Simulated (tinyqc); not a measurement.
Straight dislocations in isotropic elasticity: fields, energies, partials, Peierls stress and walls: one step, computed by the program tinyqc. Command: `OMP_NUM_THREADS=1 python tinyqc.py 3016525 3016526 out.jsonl disloc walk`. One thread of a shared host (Intel(R) Xeon(R) Processor @ 2.30GHz), about 0.01 s of CPU time with the checks.

The line runs along z, the glide plane is y = 0, and beta is the angle between b and the line (0 screw, 90 degrees edge): b_e = b sin(beta) along +x with the extra half plane at y > 0, b_s = b cos(beta). Stress is positive in tension.

Problem. Peierls-Nabarro core of the undissociated dislocation. Energy factor K = G [cos^2(beta) + sin^2(beta)/(1 - nu)]. Misfit energy gamma(u) = (gamma_us/2)(1 - cos(2 pi u/b)), so the largest restoring stress is tau_max = pi gamma_us/b; u(x) = b/2 + (b/pi) arctan(x/zeta), zeta = K b/(4 pi tau_max). Summing the misfit energy over atomic rows a' apart gives, for a wide core, W_P = (K b^2/pi) exp(-2 pi zeta/a') and sigma_P = (K b/a') exp(-2 pi zeta/a'); a' = b/2 for edge and 30-degree lines, b sqrt(3)/2 for screw and 60-degree lines.

Inputs (values chosen for the exercise, modelled on gold): Burgers vector b = 2.884 angstrom; unstable fault energy gamma_us = 173 mJ/m^2.

Character: screw.

energy factor K = 26 GPa

Constants: 1 eV/angstrom^3 = 160.2176634 GPa.

Give: tau_max; half width zeta; row spacing a'; Peierls barrier W_P; Peierls stress sigma_P.

Solution.

tau_max = 1.8845 GPa

half width zeta = 3.1663 angstrom

row spacing a' = 2.4976 angstrom

Peierls barrier W_P = 1.4919 meV/nm

Peierls stress sigma_P = 10.425 MPa
